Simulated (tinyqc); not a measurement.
From results back to parameters: delta-doped layer in the Thomas-Fermi potential. Four cases, with inputs chosen for the exercise.

Problem. The depth of the well was computed from a hidden sheet density.

All donors ionised in the plane z = 0, zero temperature, energies from the Fermi level EF of the Thomas-Fermi model, which lies at the bulk band edge; c = hbar^2/2m0, q = e^2/(4 pi eps0). Layer in a (001) plane: two valleys with m_z = ml, m_d = mt (unprimed) and four with m_z = mt, m_d = sqrt(ml mt) (primed); m3 = (ml mt^2)^(1/3), gv = 6. With n = (gv/3 pi^2)(m3 (-V)/c)^(3/2) and V'' = -(4 pi q/eps) n for z > 0, the solution is V = -b/(|z| + z0)^4 with sqrt(b) = 20/K, K = (4 pi q/eps)(gv/3 pi^2)(m3/c)^(3/2), and z0^5 = 4b/(e F0), e F0 = 2 pi q N/eps; 1e13/cm^2 = 1e-3/angstrom^2. Exchange and correlation are left out.

Constants: hbar^2/2m0 = 3.80998211 eV angstrom^2; e^2/(4 pi eps0) = 14.39964547 eV angstrom.

Case 1.

Values chosen (out of a larger set: near those of a delta-doped layer in Si; not measured data): ml = 0.894 m0 (longitudinal mass); mt = 0.193 m0 (transverse mass); eps = 11.6 (dielectric constant).

depth = 0.456981 eV

Case 2.

Values chosen (out of a larger set: near those of a delta-doped layer in Si; not measured data): ml = 0.909 m0 (longitudinal mass); mt = 0.194 m0 (transverse mass); eps = 11.6 (dielectric constant).

depth = 0.086116 eV

Case 3.

Values chosen (out of a larger set: near those of a delta-doped layer in Si; not measured data): ml = 0.93 m0 (longitudinal mass); mt = 0.193 m0 (transverse mass); eps = 11.7 (dielectric constant).

depth = 0.349340 eV

Case 4.

Values chosen (out of a larger set: near those of a delta-doped layer in Si; not measured data): ml = 0.942 m0 (longitudinal mass); mt = 0.191 m0 (transverse mass); eps = 11.6 (dielectric constant).

depth = 0.108304 eV

Find: b; z0; N.

Solution. b does not depend on N; z0 = (b/depth)^(1/4), e F0 = 4b/z0^5 and N = eps e F0/(2 pi q).

Case 1.

b = 6.648e+04 eV angstrom^4
z0 = 19.53 angstrom
N = 12.0 x 1e13/cm^2

Case 2.

b = 6.471e+04 eV angstrom^4
z0 = 29.44 angstrom
N = 1.50 x 1e13/cm^2

Case 3.

b = 6.502e+04 eV angstrom^4
z0 = 20.77 angstrom
N = 8.70 x 1e13/cm^2

Case 4.

b = 6.442e+04 eV angstrom^4
z0 = 27.77 angstrom
N = 2.00 x 1e13/cm^2

Computed by tinyqc, one run a case: `OMP_NUM_THREADS=1 python tinyqc.py N N+1 out.jsonl` with N = 1250093, 1250110, 1250158, 1250336; one thread of a shared Intel(R) Xeon(R) Processor @ 2.30GHz, about 0.2 s a run at most.
